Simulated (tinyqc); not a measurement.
Choosing the offset: vacuum evaporation: vapour pressure, source flux, thickness distribution, purity and step coverage. Computed by tinyqc, a small Python program. Command: `OMP_NUM_THREADS=1 python tinyqc.py 3111891 3111892 out.jsonl evap walk`. One thread of a shared host (Intel(R) Xeon(R) Processor @ 2.30GHz), about 0.01 s of CPU time with the checks.

Molecular flow, unit sticking of the metal, no re-evaporation. The background gas is taken as water vapour (18.015 g/mol, collision diameter 0.37 nm) at 300 K.

Inputs (values chosen for the exercise, modelled on indium, with constants for the liquid): directionality n = 1; source-to-wafer distance h = 49 cm; wafer radius R = 2.5 cm.

Method. Rotating wafer, source offset by s and facing upwards: thickness at radius r is the mean over the angle a of (1 + (r^2 + s^2 - 2 r s cos a)/h^2)^(-(n + 3)/2), by 360 equal steps; non-uniformity (max - min)/(max + min) over 21 radii from 0 to R. The curvature at the centre vanishes at s/h = sqrt(2/(n + 3)).

Against the offset:
```
s/h  centre thickness  edge over centre  non-uniformity (%)
0.0            1.0000            0.9948             0.25997
0.2            0.9246            0.9956             0.22124
0.4            0.7432            0.9974             0.13165
0.5            0.6400            0.9983             0.08350
0.6            0.5407            0.9992             0.03965
0.7            0.4504            0.9999             0.00260
0.8            0.3718            1.0005             0.02687
0.9            0.3052            1.0010             0.04906
1.1            0.2047            1.0015             0.07554
```

The best row, s/h = 0.7, has 0.0026 % against 0.26 % on the axis, at the price of a rate lower by a factor 2.22; the small-wafer optimum is sqrt(2/(n + 3)) = 0.71.

Extremes, crossings and ranges named in words are read from the listed rows.
